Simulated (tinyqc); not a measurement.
Inputs raised by 2 %, one at a time: microkinetic model of low-temperature epitaxy from hydride gases: adsorption, hydrogen desorption and rate control. Computed by tinyqc, a small Python program. Command: `OMP_NUM_THREADS=1 python tinyqc.py 3001588 3001589 out.jsonl hepi sens`. One thread of a shared host (Intel(R) Xeon(R) Processor @ 2.30GHz), about 0.03 s of CPU time with the checks.

Each hydride molecule needs two free sites and leaves four hydrogen atoms, of which two leave at once as H2; theta is the hydrogen coverage, the site density is 6.78 per nm^2 and one layer is 1.358 angstrom thick.

Inputs (values chosen for the exercise, close to those used for silane and germane on Si(001)):

| quantity | value | unit |
|---|---|---|
| silane pressure p_S | 1 | Pa |
| sticking prefactor of silane s0 | 0.052 | - |
| adsorption barrier E_s | 0.18 | eV |
| desorption prefactor nu_d | 1.6e+12 | 1/s |
| desorption energy on silicon E_d | 1.99 | eV |
| hydrogen carrier pressure p_H | 0 | Pa |
| sticking of hydrogen s_H | 1.4e-07 | - |
| temperature T | 560 | C |
| germane pressure p_G | 0.048 | Pa |
| sticking ratio of germane to silane r_G | 1.6 | - |
| lowering of E_d per unit germanium fraction, dE | 0.47 | eV |

Film: silicon-germanium. Order of hydrogen desorption: first.

Constants: k_B = 8.617333262e-05 eV/K; u = 1.6605390666e-27 kg; k_B = 1.380649e-23 J/K.

Method:
- Flux per site F = p/(sqrt(2 pi M k_B T) x 6.78e18 per m^2), M = 32.12 u (silane), 76.63 u (germane), 2.016 u (hydrogen); s = s0 exp(-E_s/(k_B T)); k_S = s F_S, k_G = r_G s F_G; germanium fraction x = k_G/(k_S + k_G); k = k_S + k_G; k_H = s_H F_H; k_d = nu_d exp(-(E_d - dE x)/(k_B T)).
- Temperatures in kelvin are T(C) + 273.15.
- With k the hydride and k_H the hydrogen adsorption rate on free pairs and k_d the desorption rate, steady state: 2 (k + k_H)(1 - theta)^2 = k_d theta; growth rate R = k (1 - theta)^2 layers/s; 1 layer/s = 8.148 nm/min.
- With c = 2 (k + k_H)/k_d the free share is 1 - theta = 2/(1 + sqrt(1 + 4c)).
- X_i = d ln R/d ln k_i at fixed other constants. With f = 1 - theta and a = 2/f + 1/theta: d ln f/d ln k_d = 1/(a f), so X_d = 2/(a f), X_k = 1 - X_d k/(k + k_H), X_H = -X_d k_H/(k + k_H); they sum to 1.

Runs:

| input moved | from | to | growth rate G (nm/min) | hydrogen coverage theta | X_d (desorption) | germanium fraction x |
|---|---|---|---|---|---|---|
| base run | - | - | 5.9990 | 0.73606 | 0.84796 | 0.047367 |
| silane pressure p_S (Pa) | 1 | 1.02 | 5.9866 | 0.73881 | 0.84979 | 0.046481 |
| sticking prefactor of silane s0 | 0.052 | 0.05304 | 6.0170 | 0.73827 | 0.84943 | 0.047367 |
| desorption prefactor nu_d (1/s) | 1.6e+12 | 1.632e+12 | 6.1005 | 0.73383 | 0.84649 | 0.047367 |
| desorption energy on silicon E_d (eV) | 1.99 | 2.0298 | 3.7100 | 0.79243 | 0.88420 | 0.047367 |
| adsorption barrier E_s (eV) | 0.18 | 0.1836 | 5.9529 | 0.73040 | 0.84420 | 0.047367 |
| sticking ratio of germane to silane r_G | 1.6 | 1.632 | 6.0300 | 0.73550 | 0.84760 | 0.048269 |

Exponents ln(y'/y) / ln(x'/x):

| input | growth rate G | hydrogen coverage theta | X_d (desorption) | germanium fraction x |
|---|---|---|---|---|
| silane pressure p_S | -0.104 | 0.188 | 0.108 | -0.953 |
| sticking prefactor of silane s0 | 0.151 | 0.151 | 0.087 | 0.000 |
| desorption prefactor nu_d | 0.847 | -0.153 | -0.088 | 0.000 |
| desorption energy on silicon E_d | -24.267 | 3.727 | 2.113 | 0.000 |
| adsorption barrier E_s | -0.390 | -0.390 | -0.225 | 0.000 |
| sticking ratio of germane to silane r_G | 0.260 | -0.038 | -0.022 | 0.952 |

To which inputs is each result most sensitive?

Among the inputs moved here: growth rate G answers most in size to desorption energy on silicon E_d (exponent -24.267), next to desorption prefactor nu_d (+0.847). Hydrogen coverage theta answers most in size to desorption energy on silicon E_d (exponent +3.727), next to adsorption barrier E_s (-0.390). X_d (desorption) answers most in size to desorption energy on silicon E_d (exponent +2.113), next to adsorption barrier E_s (-0.225). Germanium fraction x answers most in size to silane pressure p_S (exponent -0.953), and about equally to sticking ratio of germane to silane r_G (+0.952); its exponent is below 0.0005 for sticking prefactor of silane s0, desorption prefactor nu_d, desorption energy on silicon E_d, adsorption barrier E_s. Its exponent 0.000 in sticking prefactor of silane s0: both hydrides share s.
